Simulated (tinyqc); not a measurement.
Interfaces: Cahn-Hilliard equation on a periodic one-dimensional grid. Computed by tinyqc, a small Python program. Command: `OMP_NUM_THREADS=1 python tinyqc.py 3011978 3011979 out.jsonl cahn walk`. One thread of a shared host (Intel(R) Xeon(R) Processor @ 2.30GHz), about 0.2 s of CPU time with the checks.

Free energy F = h sum_j [A (c_j^2 - 1)^2/4 + (kappa/2) ((c_(j+1) - c_j)/h)^2]; dc/dt = Lap(mu), mu = A (c^3 - c) - kappa Lap(c), Lap(y)_j = (y_(j+1) - 2 y_j + y_(j-1))/h^2, mobility 1; the grid has n = 12 points.

Inputs (values chosen for the exercise, in reduced units):
```
quantity                     value  unit
spacing h                        1     -
well depth A                  0.69     -
gradient coefficient kappa     1.3     -
mean composition c0         -0.022     -
noise amplitude               0.05     -
time step dt                 0.035     -
end time                       150     -
```

Scheme: explicit Euler.

Method:
- Start: c_j = c0 + amplitude x (z_j - mean of z).
- c(new) = c + dt Lap(mu).
- Run to the end time; break off if |c| exceeds 3 or F has risen by more than 1e-9 in more than 30 steps. Domains = stretches with c > c0.
- Continuum wall between c = -1 and +1: c = tanh(x/w), w = sqrt(2 kappa/A), energy s = (2/3) sqrt(2 kappa A). With two walls per domain, the estimate of F at the end is 2 x domains x s. Volume fraction of the +1 phase by the lever rule: (1 + c0)/2.

random numbers: -0.435  0.202  -0.681  -0.811  0.060  -0.948  0.913  -0.749  0.845  -0.910  -0.857  -0.081

Course:
```
step        t        F      min c      max c  domains
0       0.000  2.08902  -0.055017   0.038033        5
86      3.010  2.06787  -0.031040  -0.007902        1
214     7.490  2.06768  -0.039232  -0.004433        1
429    15.015  2.06675  -0.056483   0.012553        1
643    22.505  2.06316  -0.089982   0.046240        1
857    29.995  2.04962  -0.154783   0.111761        1
1286   45.010  1.89284  -0.455458   0.420416        1
1714   59.990  1.72744  -0.745856   0.720159        1
2357   82.495  1.72063  -0.798554   0.774188        1
3000  105.000  1.72062  -0.799614   0.775272        1
3643  127.505  1.72062  -0.799612   0.775268        1
4286  150.010  1.72062  -0.799592   0.775245        1
```

F at the end = 1.72062

c at the end: -0.769791  -0.799592  -0.678772  -0.366098  0.112427  0.529617  0.742128  0.775245  0.641737  0.305425  -0.180346  -0.575981

wall half width w = 1.9412

wall energy s = 0.89294

estimate of F = 1.7859

volume fraction = 0.489

w/h = 1.9412

What does the comparison show, and why?

The run ends at F = 1.7206, 0.96 of the estimate: close to it, but the extremes of c are -0.800 and 0.775.
